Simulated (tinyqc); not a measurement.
On-chip power grid, static voltage drop by conjugate gradients: one step of the calculation.

A grid of 3 rows and 3 columns, node k = 3 row + column. Neighbours in a row are joined by Rx, in a column by Ry; pad nodes, which reach the supply through Rp: 0, 6. Each node draws I0, node 4 draws kh I0. The drops u = Vdd - V solve G u = i, with G the conductance matrix (1/Rp added on the diagonal at pad nodes).

Task. Conjugate-gradient step. q = G p; a = (r.r)/(p.q); u(new) = u + a p; r(new) = r - a q; b = (r.r)(new)/(r.r); p(new) = r(new) + b p.

Values chosen for this exercise:
- Rx = 0.17 ohm (resistance of a horizontal segment)
- Ry = 1.1 ohm (resistance of a vertical segment)
- Rp = 0.19 ohm (resistance from a pad node to the supply)

u after iteration 1 (mV):
```
           col 0      col 1      col 2
row 0  0.3931674  0.3931674  0.3931674
row 1  0.3931674  1.1795023  0.3931674
row 2  0.3931674  0.3931674  0.3931674
```

r after iteration 1 (mA):
```
            col 0       col 1      col 2
row 0  -0.5693022   2.2148499  1.5000000
row 1   6.1254990  -6.1806978  6.1254990
row 2  -0.5693022   2.2148499  1.5000000
```

p after iteration 1 (mA):
```
           col 0     col 1      col 2
row 0   4.458299  7.242451   6.527601
row 1  11.153100  8.902106  11.153100
row 2   4.458299  7.242451   6.527601
```

Wanted: q; a; u after iteration 2; r after iteration 2; b; p after iteration 2.

Result.

q (mA S):
```
        col 0    col 1   col 2
row 0   1.001   19.074  -8.410
row 1  25.414  -23.465  21.651
row 2   1.001   19.074  -8.410
```

a = 0.26087 ohm

u after iteration 2 (mV):
```
        col 0   col 1   col 2
row 0  1.5562  2.2825  2.0960
row 1  3.3027  3.5018  3.3027
row 2  1.5562  2.2825  2.0960
```

r after iteration 2 (mA):
```
         col 0    col 1   col 2
row 0  -0.8305  -2.7609  3.6939
row 1  -0.5042  -0.0594  0.4773
row 2  -0.8305  -2.7609  3.6939
```

b = 0.34633

p after iteration 2 (mA):
```
        col 0    col 1   col 2
row 0  0.7136  -0.2527  5.9546
row 1  3.3585   3.0236  4.3400
row 2  0.7136  -0.2527  5.9546
```

Computed by the program tinyqc: `OMP_NUM_THREADS=1 python tinyqc.py 2770211 2770212 out.jsonl`, one thread of a shared Intel Xeon 2.30GHz, about 0.1 s for the whole run.
